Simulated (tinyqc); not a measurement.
Length offset and series resistance from crossing lines.

Inverse problem. R_total = Rs + k (L - dL)/Vo with constant Rs, dL and k. Find k, dL and Rs.

R_total at (L, Vo) = (40, 0.38), (120, 0.38), (40, 0.81) and (120, 0.81), L in nm and Vo in V (ohm um): [235.65789, 467.23684, 179.56790, 288.20988]

Answer. At each overdrive R is a straight line in L with slope k/Vo; the two lines cross at L = dL, R = Rs.

k = 1.10 ohm um V/nm
dL = 3.50 nm
Rs = 130 ohm um

Program tinyqc, `OMP_NUM_THREADS=1 python tinyqc.py 2282026 2282027 out.jsonl`; Intel Xeon 2.30GHz, shared host, one thread, about 0.05 s.
